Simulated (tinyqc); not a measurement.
Comparisons within one model: alloy A(1-x)B(x) by interpolation with bowing. A value that a table varies takes the place of the one given here.

Each gap follows E(x) = (1 - x) E_A + x E_B - C x (1 - x); the lattice constant follows Vegard, a(x) = (1 - x) a_A + x a_B.

Mass at Gamma from the Kane formula 1/m = F + Ep (Eg + 2 Dso/3)/(Eg (Eg + Dso)). F is fixed by the masses of A and B and interpolated linearly, as is Ep; Eg and Dso carry their bowing.

Constants: hc = 1239.841984 eV nm.

Inputs chosen for the exercise (A near InSb, B near InAs; the results hold for these values, not for the real material): a = (6.486, 6.062) angstrom (lattice constant of A, B); Eg = (0.233, 0.414) eV (gap at Gamma to the s-like level of A, B); EgX = (0.637, 1.434) eV (gap to the lowest valley along Gamma-X of A, B); EgL = (0.938, 1.117) eV (gap to L of A, B); C = (0.665, 0.615, 0.567) eV (bowing of the Gamma, X and L gaps); Dso = (0.816, 0.39) eV (spin-orbit splitting of A, B); Ep = (23.5, 21.3) eV (Kane energy of A, B); me = (0.0134, 0.0257) m0 (electron mass at Gamma of A, B); Cs = 0.9 eV (bowing of Dso); x = 0.94 (fraction of B).

## Gaps across the alloy

Eleven compositions.

Gaps (eV):
```
x,a (angstrom),Gamma,X,L,lowest,wavelength (nm)
0.0,6.4860,0.233,0.637,0.938,Gamma,5321
0.1,6.4436,0.191,0.661,0.905,Gamma,6483
0.2,6.4012,0.163,0.698,0.883,Gamma,7616
0.3,6.3588,0.148,0.747,0.873,Gamma,8397
0.4,6.3164,0.146,0.808,0.874,Gamma,8504
0.5,6.2740,0.157,0.882,0.886,Gamma,7885
0.6,6.2316,0.182,0.968,0.909,Gamma,6812
0.7,6.1892,0.220,1.066,0.944,Gamma,5634
0.8,6.1468,0.271,1.176,0.990,Gamma,4568
0.9,6.1044,0.336,1.299,1.048,Gamma,3689
1.0,6.0620,0.414,1.434,1.117,Gamma,2995
```

The lowest valley is Gamma at every x. The Gamma gap has a minimum inside the range, 0.145 eV at x = (C - (E_B - E_A))/(2C) = 0.364, since the bowing exceeds the difference of the end gaps.

## Three ways to interpolate a mass

Linear in m, linear in 1/m, and the Kane formula.

Masses (m0):
```
x,Eg (eV),linear in m,linear in 1/m,Kane,Kane m/Eg (1/eV)
0.000,0.233,0.0134,0.0134,0.0134,0.0575
0.125,0.183,0.0149,0.0143,0.0107,0.0587
0.250,0.154,0.0165,0.0152,0.0091,0.0595
0.375,0.145,0.0180,0.0163,0.0087,0.0597
0.500,0.157,0.0196,0.0176,0.0094,0.0596
0.625,0.190,0.0211,0.0191,0.0113,0.0592
0.750,0.244,0.0226,0.0209,0.0144,0.0592
0.875,0.319,0.0242,0.0231,0.0191,0.0600
1.000,0.414,0.0257,0.0257,0.0257,0.0621
```

At x = 0.5 the three give 0.0196, 0.0176 and 0.0094; judged by the largest distance, the Kane value is closer to the interpolation in 1/m (largest distances 0.0102 m0 from the rule in m, 0.0082 m0 from the rule in 1/m), and it dips below both end values, following the bowed gap, which neither rule can do. The ratio m/Eg varies by a factor of 1.08 while the gap varies by 2.85; a constant ratio is the two-band rule m = Eg/Ep at fixed Ep.

## What each parameter does

Gaps at x and the Kane mass. Each row changes one parameter from the base and keeps the others.

Results:
```
case,Gamma (eV),X (eV),L (eV),mass (m0)
base,0.3656,1.3515,1.0743,0.0223
x = 0.98,0.3973,1.4060,1.1023,0.0245
"C = (0.765, 0.715, 0.667) eV",0.3600,1.3459,1.0686,0.0219
"Eg = (0.245, 0.414) eV",0.3664,1.3515,1.0743,0.0222
"EgX = (0.637, 1.362) eV",0.3656,1.2838,1.0743,0.0223
"EgL = (0.891, 1.117) eV",0.3656,1.3515,1.0715,0.0223
"Ep = (25.8, 23.4) eV",0.3656,1.3515,1.0743,0.0221
Cs = 0.95 eV,0.3656,1.3515,1.0743,0.0223
```

The largest shifts from the base row, up to three for each result and ties (the steps differ in size, so this ranks the rows, not the parameters). Gamma (eV): x +0.0317, C -0.0056, Eg +0.0007; unchanged at the printed digits by EgX, EgL, Ep and Cs. X (eV): EgX -0.0677, x +0.0545, C -0.0056; unchanged at the printed digits by Eg, EgL, Ep and Cs. L (eV): x +0.0280, C -0.0056, EgL -0.0028; unchanged at the printed digits by Eg, EgX, Ep and Cs. mass (m0): x +0.0022, C -0.0003, Ep -0.0002; unchanged at the printed digits by EgX, EgL and Cs.

Program tinyqc; command `OMP_NUM_THREADS=1 python tinyqc.py 1050142 1050143 out.jsonl`; about 0.01 s on one thread of a shared Intel(R) Xeon(R) Processor @ 2.30GHz.
